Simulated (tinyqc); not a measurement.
One anharmonic mode: perturbation theory, self-consistent phonons and exact levels: one step, computed by the program tinyqc.

V(x) = k x^2/2 + b x^4 for one coordinate x of mass M. A constant K > 0 gives hbar Omega = sqrt((hbar^2/u) K/M) with K in eV/angstrom^2 and M in u.

Task: Hamiltonian in a small basis. Basis: oscillator states n of the constant |k|, with x = s (a + a+), s^2 = hbar Omega/(2|k|); H = hbar Omega (n + 1/2) + (k - |k|) x^2/2 + b x^4, with exact matrix elements of x^2 and x^4.

Inputs (values chosen for the exercise, for a model mode): mode mass M = 36.3 u; harmonic constant k = 7.97 eV/angstrom^2; quartic constant b = 65 eV/angstrom^4; basis size N of the small matrix = 5.

Shape: single well.

Constants: hbar^2/u = 4.18015928e-03 eV angstrom^2.

Give: H.

Result:

H (meV):
```
[[15.9, 0.0, 2.0, 0.0, 1.2],
 [0.0, 49.0, 0.0, 5.8, 0.0],
 [2.0, 0.0, 84.9, 0.0, 11.4],
 [0.0, 5.8, 0.0, 123.6, 0.0],
 [1.2, 0.0, 11.4, 0.0, 165.2]]
```
